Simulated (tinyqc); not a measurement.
CCD on RHF in the 6-311g basis, for H2, spin multiplicity 1, step by step. Computed by tinyqc, a small Python program that keeps every step (integrals from PySCF). Settings: charge = 0, multiplicity = 1, basis = 6-311g, method = RHF, energy threshold = 1e-10, iteration cap = 51, orthogonalisation = canonical, start = atomic densities, DIIS depth = 6, amplitude equations = CCD, DIIS depth for amplitudes = 6, cap on updates = 70. Command: `OMP_NUM_THREADS=1 python tinyqc.py 24234 24235 out.jsonl` (the two numbers bound the seeds that draw the settings). One thread of a shared host (Intel(R) Xeon(R) Processor @ 2.60GHz), about 0.07 s of CPU time with the checks. The early iterations of the SCF are left out here.

## One-electron integrals

Geometry (angstrom):

| atom | x | y | z |
|---|---|---|---|
| H | 0.000000 | 0.000000 | 0.000000 |
| H | 0.000000 | 0.000000 | 0.964000 |

Basis 6-311g: exponents (1/bohr^2) and contraction coefficients of normalised primitives:

| element | l (shell) | exponent | coefficient |
|---|---|---|---|
| H | s (1) | 33.865000 | 0.025494 |
| H | s (1) | 5.094790 | 0.190373 |
| H | s (1) | 1.158790 | 0.852161 |
| H | s (2) | 0.325840 | 1.000000 |
| H | s (3) | 0.102741 | 1.000000 |

Overlap, kinetic and nuclear-attraction integrals over the contracted functions; the nuclear repulsion is the sum of Za Zb / Rab.

nuclear repulsion = 0.54893902 hartree

overlap S:
```
          1H 1s     1H 2s     1H 3s     2H 1s     2H 2s     2H 3s
1H 1s  1.000000  0.706377  0.373664  0.116090  0.299295  0.272748
1H 2s  0.706377  1.000000  0.788963  0.299295  0.582362  0.608807
1H 3s  0.373664  0.788963  1.000000  0.272748  0.608807  0.843263
2H 1s  0.116090  0.299295  0.272748  1.000000  0.706377  0.373664
2H 2s  0.299295  0.582362  0.608807  0.706377  1.000000  0.788963
2H 3s  0.272748  0.608807  0.843263  0.373664  0.788963  1.000000
```

kinetic energy T (hartree):
```
           1H 1s     1H 2s     1H 3s      2H 1s     2H 2s     2H 3s
1H 1s   2.304348  0.549119  0.106346  -0.083278  0.098980  0.061323
1H 2s   0.549119  0.488760  0.184881   0.098980  0.182041  0.118010
1H 3s   0.106346  0.184881  0.154112   0.061323  0.118010  0.115187
2H 1s  -0.083278  0.098980  0.061323   2.304348  0.549119  0.106346
2H 2s   0.098980  0.182041  0.118010   0.549119  0.488760  0.184881
2H 3s   0.061323  0.118010  0.115187   0.106346  0.184881  0.154112
```

nuclear attraction V (hartree):
```
           1H 1s      1H 2s      1H 3s      2H 1s      2H 2s      2H 3s
1H 1s  -2.660001  -1.447887  -0.719392  -0.251637  -0.619328  -0.533286
1H 2s  -1.447887  -1.439230  -0.976197  -0.619328  -0.897152  -0.789540
1H 3s  -0.719392  -0.976197  -0.927110  -0.533286  -0.789540  -0.816038
2H 1s  -0.251637  -0.619328  -0.533286  -2.660001  -1.447887  -0.719392
2H 2s  -0.619328  -0.897152  -0.789540  -1.447887  -1.439230  -0.976197
2H 3s  -0.533286  -0.789540  -0.816038  -0.719392  -0.976197  -0.927110
```

core Hamiltonian H = T + V (hartree):
```
           1H 1s      1H 2s      1H 3s      2H 1s      2H 2s      2H 3s
1H 1s  -0.355652  -0.898768  -0.613046  -0.334915  -0.520348  -0.471963
1H 2s  -0.898768  -0.950470  -0.791315  -0.520348  -0.715111  -0.671530
1H 3s  -0.613046  -0.791315  -0.772998  -0.471963  -0.671530  -0.700851
2H 1s  -0.334915  -0.520348  -0.471963  -0.355652  -0.898768  -0.613046
2H 2s  -0.520348  -0.715111  -0.671530  -0.898768  -0.950470  -0.791315
2H 3s  -0.471963  -0.671530  -0.700851  -0.613046  -0.791315  -0.772998
```

## Two-electron integrals

Functions are numbered as in S; the eight-fold symmetry (ij|kl) = (ji|kl) = (kl|ij) leaves the list below.

Two-electron integrals (ij|kl) in chemists' order, unique and non-zero (hartree):
```
(11|11) 1.393035   (21|11) 0.822971   (21|21) 0.509703   (22|11) 0.822904
(22|21) 0.543028   (22|22) 0.644106   (31|11) 0.411256   (31|21) 0.257757
(31|22) 0.279868   (31|31) 0.130794   (32|11) 0.543681   (32|21) 0.365771
(32|22) 0.452669   (32|31) 0.189803   (32|32) 0.325140   (33|11) 0.494021
(33|21) 0.340115   (33|22) 0.445993   (33|31) 0.178035   (33|32) 0.331779
(33|33) 0.361682   (41|11) 0.110497   (41|21) 0.071744   (41|22) 0.081993
(41|31) 0.036759   (41|32) 0.056541   (41|33) 0.054105   (41|41) 0.016429
(42|11) 0.198414   (42|21) 0.135898   (42|22) 0.172662   (42|31) 0.070894
(42|32) 0.124806   (42|33) 0.127613   (42|41) 0.034899   (42|42) 0.090289
(43|11) 0.158051   (43|21) 0.109477   (43|22) 0.143382   (43|31) 0.057371
(43|32) 0.105480   (43|33) 0.111009   (43|41) 0.028309   (43|42) 0.078132
(43|43) 0.069571   (44|11) 0.547176   (44|21) 0.383657   (44|22) 0.515536
(44|31) 0.201968   (44|32) 0.382889   (44|33) 0.406545   (44|41) 0.110497
(44|42) 0.330694   (44|43) 0.298202   (44|44) 1.393035   (51|11) 0.330694
(51|21) 0.207157   (51|22) 0.224674   (51|31) 0.105099   (51|32) 0.152292
(51|33) 0.142745   (51|41) 0.034899   (51|42) 0.068337   (51|43) 0.055063
(51|44) 0.198414   (51|51) 0.090289   (52|11) 0.416991   (52|21) 0.279812
(52|22) 0.343876   (52|31) 0.145049   (52|32) 0.245922   (52|33) 0.248931
(52|41) 0.054456   (52|42) 0.127782   (52|43) 0.109182   (52|44) 0.416991
(52|51) 0.127782   (52|52) 0.218446   (53|11) 0.337664   (53|21) 0.231383
(53|22) 0.299226   (53|31) 0.120887   (53|32) 0.220374   (53|33) 0.234990
(53|41) 0.046736   (53|42) 0.119278   (53|43) 0.105840   (53|44) 0.409778
(53|51) 0.106909   (53|52) 0.199548   (53|53) 0.193604   (54|11) 0.383657
(54|21) 0.267683   (54|22) 0.356790   (54|31) 0.140671   (54|32) 0.264837
(54|33) 0.282411   (54|41) 0.071744   (54|42) 0.207157   (54|43) 0.187148
(54|44) 0.822971   (54|51) 0.135898   (54|52) 0.279812   (54|53) 0.276282
(54|54) 0.509703   (55|11) 0.515536   (55|21) 0.356790   (55|22) 0.471319
(55|31) 0.187060   (55|32) 0.350715   (55|33) 0.379564   (55|41) 0.081993
(55|42) 0.224674   (55|43) 0.203643   (55|44) 0.822904   (55|51) 0.172662
(55|52) 0.343876   (55|53) 0.343647   (55|54) 0.543028   (55|55) 0.644106
(61|11) 0.298202   (61|21) 0.187148   (61|22) 0.203643   (61|31) 0.095002
(61|32) 0.138220   (61|33) 0.129786   (61|41) 0.028309   (61|42) 0.055063
(61|43) 0.044536   (61|44) 0.158051   (61|51) 0.078132   (61|52) 0.109182
(61|53) 0.091253   (61|54) 0.109477   (61|55) 0.143382   (61|61) 0.069571
(62|11) 0.409778   (62|21) 0.276282   (62|22) 0.343647   (62|31) 0.143479
(62|32) 0.247519   (62|33) 0.253776   (62|41) 0.046736   (62|42) 0.106909
(62|43) 0.091253   (62|44) 0.337664   (62|51) 0.119278   (62|52) 0.199548
(62|53) 0.181856   (62|54) 0.231383   (62|55) 0.299226   (62|61) 0.105840
(62|62) 0.193604   (63|11) 0.395512   (63|21) 0.272989   (63|22) 0.360453
(63|31) 0.143041   (63|32) 0.269392   (63|33) 0.296544   (63|41) 0.048008
(63|42) 0.119308   (63|43) 0.105803   (63|44) 0.395512   (63|51) 0.119308
(63|52) 0.219020   (63|53) 0.213665   (63|54) 0.272989   (63|55) 0.360453
(63|61) 0.105803   (63|62) 0.213665   (63|63) 0.257189   (64|11) 0.201968
(64|21) 0.140671   (64|22) 0.187060   (64|31) 0.073885   (64|32) 0.138859
(64|33) 0.148354   (64|41) 0.036759   (64|42) 0.105099   (64|43) 0.095002
(64|44) 0.411256   (64|51) 0.070894   (64|52) 0.145049   (64|53) 0.143479
(64|54) 0.257757   (64|55) 0.279868   (64|61) 0.057371   (64|62) 0.120887
(64|63) 0.143041   (64|64) 0.130794   (65|11) 0.382889   (65|21) 0.264837
(65|22) 0.350715   (65|31) 0.138859   (65|32) 0.262070   (65|33) 0.287144
(65|41) 0.056541   (65|42) 0.152292   (65|43) 0.138220   (65|44) 0.543681
(65|51) 0.124806   (65|52) 0.245922   (65|53) 0.247519   (65|54) 0.365771
(65|55) 0.452669   (65|61) 0.105480   (65|62) 0.220374   (65|63) 0.269392
(65|64) 0.189803   (65|65) 0.325140   (66|11) 0.406545   (66|21) 0.282411
(66|22) 0.379564   (66|31) 0.148354   (66|32) 0.287144   (66|33) 0.324461
(66|41) 0.054105   (66|42) 0.142745   (66|43) 0.129786   (66|44) 0.494021
(66|51) 0.127613   (66|52) 0.248931   (66|53) 0.253776   (66|54) 0.340115
(66|55) 0.445993   (66|61) 0.111009   (66|62) 0.234990   (66|63) 0.296544
(66|64) 0.178035   (66|65) 0.331779   (66|66) 0.361682
```

## Orthogonalisation

S = U s U^T; canonical form X = U s^(-1/2), so that X^T S X = 1. Each column of U has its largest component positive (the first on a tie).

eigenvalues of S: 0.045807  0.132156  0.260508  0.760213  1.151970  3.649346

X:
```
               1          2          3          4          5         6
1H 1s   0.635627  -0.950686  -0.699274   0.620824   0.554431  0.154893
1H 2s  -1.950613   1.472386   0.866512   0.108396   0.336070  0.236760
1H 3s   2.589659  -0.843619   0.824320  -0.510429   0.117055  0.238671
2H 1s  -0.635627  -0.950686   0.699274   0.620824  -0.554431  0.154893
2H 2s   1.950613   1.472386  -0.866512   0.108396  -0.336070  0.236760
2H 3s  -2.589659  -0.843619  -0.824320  -0.510429  -0.117055  0.238671
```

## Iteration 6 (converged): orbitals

converged F (hartree):
```
           1H 1s      1H 2s      1H 3s      2H 1s      2H 2s      2H 3s
1H 1s   0.670821  -0.363225  -0.424322  -0.375161  -0.415036  -0.379830
1H 2s  -0.363225  -0.294843  -0.358482  -0.415036  -0.431436  -0.378950
1H 3s  -0.424322  -0.358482  -0.259724  -0.379830  -0.378950  -0.283841
2H 1s  -0.375161  -0.415036  -0.379830   0.670821  -0.363225  -0.424322
2H 2s  -0.415036  -0.431436  -0.378950  -0.363225  -0.294843  -0.358482
2H 3s  -0.379830  -0.378950  -0.283841  -0.424322  -0.358482  -0.259724
```

Diagonalise F' = X^T F X, C = X C', fill 1 alpha and 1 beta electrons from the bottom; D = 2 C_occ C_occ^T. Each column has its largest component positive (the first on a tie).

F' = X^T F X (hartree):
```
           1          2          3          4          5          6
1   1.244653   0.000000  -0.949644   0.000000   0.374737   0.000000
2   0.000000   2.053459   0.000000  -1.006171   0.000000  -0.027807
3  -0.949644   0.000000   1.296322   0.000000  -0.719306   0.000000
4   0.000000  -1.006171   0.000000   0.900614   0.000000  -0.073969
5   0.374737   0.000000  -0.719306   0.000000   0.704859   0.000000
6   0.000000  -0.027807   0.000000  -0.073969   0.000000  -0.528922
```

orbital energies (hartree): MO1 -0.536093, MO2 0.130350, MO3 0.324566, MO4 0.563852, MO5 2.551632, MO6 2.636678

coefficients C:
```
            MO1        MO2        MO3        MO4        MO5        MO6
1H 1s  0.164381   0.100898  -0.045488  -0.097376  -1.086617  -1.133193
1H 2s  0.306457   0.061285  -0.807761  -1.385353   1.657020   1.220381
1H 3s  0.160991   1.627786   0.883014   1.902362  -1.063423  -0.472824
2H 1s  0.164381  -0.100898  -0.045488   0.097376   1.086617  -1.133193
2H 2s  0.306457  -0.061285  -0.807761   1.385353  -1.657020   1.220381
2H 3s  0.160991  -1.627786   0.883014  -1.902362   1.063423  -0.472824
```

D after iteration 6:
```
          1H 1s     1H 2s     1H 3s     2H 1s     2H 2s     2H 3s
1H 1s  0.054042  0.100751  0.052928  0.054042  0.100751  0.052928
1H 2s  0.100751  0.187831  0.098674  0.100751  0.187831  0.098674
1H 3s  0.052928  0.098674  0.051836  0.052928  0.098674  0.051836
2H 1s  0.054042  0.100751  0.052928  0.054042  0.100751  0.052928
2H 2s  0.100751  0.187831  0.098674  0.100751  0.187831  0.098674
2H 3s  0.052928  0.098674  0.051836  0.052928  0.098674  0.051836
```

## Convergence

Stop when the energy changes by less than 1e-10 hartree and every element of the error matrix X^T (F D S - S D F) X is below 3e-06.

Course of the cycle:

| iteration | E (hartree) | change | largest element of the error matrix |
|---|---|---|---|
| 1 | -0.76516897 | - | 1.78e-01 |
| 2 | -1.10258120 | -3.37e-01 | 2.65e-02 |
| 3 | -1.10318255 | -6.01e-04 | 5.78e-03 |
| 4 | -1.10322004 | -3.75e-05 | 1.73e-04 |
| 5 | -1.10322005 | -6.76e-09 | 3.85e-06 |
| 6 | -1.10322005 | -1.02e-11 | 6.15e-09 |

PySCF RHF in the same basis = -1.10322005 hartree

Converged in 6 iterations.

## Integrals over molecular orbitals

(pq|rs) = sum C_ip C_jq C_kr C_ls (ij|kl), one index at a time.

one-electron integrals over orbitals h = C^T H C (hartree):
```
           1          2          3          4          5          6
1  -1.116066   0.000000   0.121992   0.000000   0.000000   0.065759
2   0.000000  -0.534368   0.000000   0.206733   0.029177   0.000000
3   0.121992   0.000000  -0.335395   0.000000   0.000000  -0.142599
4   0.000000   0.206733   0.000000  -0.262899  -0.203178   0.000000
5   0.000000   0.029177   0.000000  -0.203178   1.413042   0.000000
6   0.065759   0.000000  -0.142599   0.000000   0.000000   1.507392
```

Two-electron integrals over orbitals (pq|rs), unique and non-zero (hartree):
```
(11|11) 0.579974    (21|21) 0.068893    (22|11) 0.366805    (22|22) 0.313728
(31|11) -0.121992   (31|22) -0.037042   (31|31) 0.054263    (32|21) 0.015197
(32|32) 0.030940    (33|11) 0.357112    (33|22) 0.280096    (33|31) -0.038993
(33|33) 0.281438    (41|21) -0.073542   (41|32) 0.006252    (41|41) 0.098009
(42|11) -0.140138   (42|22) -0.058079   (42|31) 0.047426    (42|33) -0.051137
(42|42) 0.064062    (43|21) 0.047621    (43|32) 0.015002    (43|41) -0.049407
(43|43) 0.039785    (44|11) 0.462380    (44|22) 0.334529    (44|31) -0.081000
(44|33) 0.307722    (44|42) -0.102555   (44|44) 0.401595    (51|21) -0.028786
(51|32) 0.019169    (51|41) 0.055863    (51|43) -0.028859   (51|51) 0.077230
(52|11) -0.028981   (52|22) 0.006609    (52|31) 0.024216    (52|33) -0.005068
(52|42) 0.011104    (52|44) -0.018463   (52|52) 0.028238    (53|21) 0.033679
(53|32) -0.007056   (53|41) -0.048765   (53|43) 0.023853    (53|51) -0.042763
(53|53) 0.031826    (54|11) 0.129521    (54|22) 0.037607    (54|31) -0.058318
(54|33) 0.045902    (54|42) -0.052094   (54|44) 0.090170    (54|52) -0.040446
(54|54) 0.085394    (55|11) 0.607910    (55|22) 0.380523    (55|31) -0.142687
(55|33) 0.362745    (55|42) -0.158693   (55|44) 0.497176    (55|52) -0.061493
(55|54) 0.188649    (55|55) 0.735454    (61|11) -0.065759   (61|22) -0.017229
(61|31) 0.039974    (61|33) -0.019371   (61|42) 0.031156    (61|44) -0.054770
(61|52) 0.037986    (61|54) -0.068969   (61|55) -0.136509   (61|61) 0.072278
(62|21) -0.010138   (62|32) 0.006581    (62|41) 0.020619    (62|43) -0.013630
(62|51) 0.035331    (62|53) -0.016717   (62|62) 0.018681    (63|11) 0.091286
(63|22) 0.037227    (63|31) -0.035571   (63|33) 0.033036    (63|42) -0.037318
(63|44) 0.067390    (63|52) -0.018549   (63|54) 0.048937    (63|55) 0.127738
(63|61) -0.039191   (63|63) 0.032901    (64|21) 0.025971    (64|32) -0.019009
(64|41) -0.049858   (64|43) 0.021717    (64|51) -0.062745   (64|53) 0.036801
(64|62) -0.029076   (64|64) 0.056196    (65|21) 0.109732    (65|32) -0.005793
(65|41) -0.145272   (65|43) 0.082787    (65|51) -0.123429   (65|53) 0.090452
(65|62) -0.053144   (65|64) 0.106548    (65|65) 0.284663    (66|11) 0.600782
(66|22) 0.369968    (66|31) -0.136622   (66|33) 0.361350    (66|42) -0.154039
(66|44) 0.485197    (66|52) -0.058402   (66|54) 0.179106    (66|55) 0.707730
(66|61) -0.118790   (66|63) 0.119026    (66|66) 0.693561
```

## CCD: starting amplitudes

t_ij^ab = <ij||ab> / (e_i + e_j - e_a - e_b), whose energy is MP2.

Starting amplitudes (spin orbitals 1a, 1b, ...; amplitudes related by a flip of all spins are not repeated):

| from | to | t |
|---|---|---|
| 1a 1b | 2a 2b | -0.051687 |
| 1a 1b | 4a 4b | -0.044552 |
| 1a 1b | 2a 4b | 0.041634 |
| 1a 1b | 3a 3b | -0.031524 |
| 1a 1b | 4a 5b | -0.013340 |
| 1a 1b | 5a 5b | -0.012506 |
| 1a 1b | 6a 6b | -0.011390 |
| 1a 1b | 3a 6b | -0.009911 |
| 1a 1b | 2a 5b | 0.007668 |

correlation energy = -0.02027499 hartree

## CCD: amplitude update 1

t_ij^ab D_ij^ab are set to the remaining terms of the spin-orbital equations, evaluated with the old amplitudes; for the doubles these are <ij||ab> + 1/2 <ab||ef> t_ij^ef + 1/2 <mn||ij> t_mn^ab + P(ij)P(ab) <mb||ej> t_im^ae + terms in t^2, D the orbital-energy denominators.

Amplitudes after update 1 (spin orbitals 1a, 1b, ...; amplitudes related by a flip of all spins are not repeated):

| from | to | t |
|---|---|---|
| 1a 1b | 2a 2b | -0.073878 |
| 1a 1b | 2a 4b | 0.060192 |
| 1a 1b | 4a 4b | -0.059652 |
| 1a 1b | 3a 3b | -0.038697 |
| 1a 1b | 4a 5b | -0.015791 |
| 1a 1b | 5a 5b | -0.012019 |
| 1a 1b | 3a 6b | -0.011406 |
| 1a 1b | 6a 6b | -0.010967 |
| 1a 1b | 2a 5b | 0.010517 |

correlation energy = -0.02689189 hartree

## CCD: amplitude update 2

As before.

Amplitudes after update 2 (spin orbitals 1a, 1b, ...; amplitudes related by a flip of all spins are not repeated):

| from | to | t |
|---|---|---|
| 1a 1b | 2a 2b | -0.083790 |
| 1a 1b | 2a 4b | 0.068143 |
| 1a 1b | 4a 4b | -0.065045 |
| 1a 1b | 3a 3b | -0.040066 |
| 1a 1b | 4a 5b | -0.016320 |
| 1a 1b | 2a 5b | 0.011860 |
| 1a 1b | 3a 6b | -0.011529 |
| 1a 1b | 5a 5b | -0.011300 |
| 1a 1b | 6a 6b | -0.010387 |

correlation energy = -0.02939580 hartree

## CCD: amplitude update 3

t_ij^ab D_ij^ab are set to the remaining terms of the spin-orbital equations, evaluated with the old amplitudes; for the doubles these are <ij||ab> + 1/2 <ab||ef> t_ij^ef + 1/2 <mn||ij> t_mn^ab + P(ij)P(ab) <mb||ej> t_im^ae + terms in t^2, D the orbital-energy denominators. DIIS then mixes the stored amplitudes.

DIIS coefficients: -0.733151  1.733151

Amplitudes after update 3 (spin orbitals 1a, 1b, ...; amplitudes related by a flip of all spins are not repeated):

| from | to | t |
|---|---|---|
| 1a 1b | 2a 2b | -0.091503 |
| 1a 1b | 2a 4b | 0.074008 |
| 1a 1b | 4a 4b | -0.068473 |
| 1a 1b | 3a 3b | -0.040301 |
| 1a 1b | 4a 5b | -0.016550 |
| 1a 1b | 2a 5b | 0.012956 |
| 1a 1b | 3a 6b | -0.011415 |
| 1a 1b | 5a 5b | -0.010722 |
| 1a 1b | 6a 6b | -0.009944 |

correlation energy = -0.03114152 hartree

## CCD: convergence

E_corr = 1/4 sum <ij||ab> t_ij^ab; stop when the norm of the change is below 1e-8.

Course of the amplitude iterations:

| update | correlation energy (hartree) | norm of the change |
|---|---|---|
| 0 | -0.02027499 | - |
| 1 | -0.02689189 | 7.73e-02 |
| 2 | -0.02939580 | 3.23e-02 |
| 3 | -0.03114152 | 1.38e-02 |
| 4 | -0.03112195 | 6.83e-04 |
| 5 | -0.03112526 | 4.58e-05 |
| 6 | -0.03112408 | 8.22e-06 |
| 7 | -0.03112431 | 1.67e-06 |
| 8 | -0.03112428 | 2.74e-07 |
| 9 | -0.03112428 | 1.44e-09 |

Converged amplitudes (spin orbitals 1a, 1b, ...; amplitudes related by a flip of all spins are not repeated):

| from | to | t |
|---|---|---|
| 1a 1b | 2a 2b | -0.091813 |
| 1a 1b | 2a 4b | 0.074056 |
| 1a 1b | 4a 4b | -0.068226 |
| 1a 1b | 3a 3b | -0.040014 |
| 1a 1b | 4a 5b | -0.016503 |
| 1a 1b | 2a 5b | 0.013016 |
| 1a 1b | 3a 6b | -0.011341 |
| 1a 1b | 5a 5b | -0.010734 |
| 1a 1b | 6a 6b | -0.009957 |

CCD total energy = -1.13434433 hartree

Converged in 9 updates, with DIIS from the third.
